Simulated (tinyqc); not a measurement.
Permittivity and interface capacitance from two thicknesses.

Question. 1/C = t/(eps0 ek) + 2/ci for planar capacitors that differ only in thickness. Find ek, ci and the EOT of the interfaces, 2 x 3.9 eps0/ci.

Constants: eps0 = 8.8541878128e-14 F/cm where lengths are in cm. Results are converted to the units shown.

C at t = 3.8 and 12 nm (uF/cm^2): 17.840474  5.7906714

Solution. 1/C is a straight line in t: the slope gives ek and the intercept 2/ci. A single thickness would give only the effective permittivity; when the interfaces are a small part of 1/C, ci needs very accurate data.

ek = 79.4
ci = 1.00e3 uF/cm^2
EOT of the interfaces = 0.00691 nm

tinyqc, about 0.01 s, one thread, Intel Xeon 2.30GHz (shared host): `OMP_NUM_THREADS=1 python tinyqc.py 2102070 2102071 out.jsonl`
